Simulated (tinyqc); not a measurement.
Resonant-tunnelling diode, transfer matrices and Tsu-Esaki current: one step of the calculation.

Emitter (band edge 0), barrier d1, well Lw, barrier d2, collector (edge -V). The bias drops linearly over these layers and none in the contacts; each layer is cut into ns equal slices, flat at the value of their centres. E is the energy of motion across the layers, C = hbar^2/(2 m0), psi and psi'/m are continuous. Transport is coherent, T(E) is taken as independent of the transverse momentum, and charge in the well is ignored.

Question. Current from the resonance alone. J = J0 times the integral over E > 0 of T(E) N(E), N = ln[(1 + exp((Ef - E)/Vt))/(1 + exp((Ef - V - E)/Vt))], J0 = q^2 mw m0 kB T/(2 pi^2 hbar^3) (times 1e-4 for A/cm^2 per eV). For a sharp resonance J = J0 (pi G/2) Tp N(Er), with Er the peak energy, Tp the peak transmission and G the full width at half maximum (in eV). The three values given are estimates from a parabola through three points of 1/T(E).

Inputs (values chosen for the exercise); masses and offsets close to those of GaAs wells and AlGaAs barriers:

| symbol | value | unit | meaning |
|---|---|---|---|
| T | 150 | K | temperature |
| mw | 0.068 | m0 | mass in the well, spacer and contacts |
| Ef | 0.025 | eV | Fermi energy of both contacts above their band edges |
| V | 0.042 | V | bias of the collector |

Constants: q = 1.602176634e-19 C, kB = 1.380649e-23 J/K, hbar = 1.054571817e-34 J s, m0 = 9.1093837015e-31 kg, Vt = kB T/q. Results are converted to the units shown.

Er = 0.024255097 eV
Tp = 0.94552432
G = 2.0089706 meV

Give: J0; N(Er); J.

Answer.

J0 = 1.422e7 A/(cm^2 eV)
N(Er) = 0.6821
J = 28.95 kA/cm^2

The full integral over T(E) gives 27.66 kA/cm^2; the value above is 4.7 % above it.

tinyqc, about 0.03 s, one thread, Intel Xeon 2.30GHz (shared host): `OMP_NUM_THREADS=1 python tinyqc.py 2600001 2600002 out.jsonl`
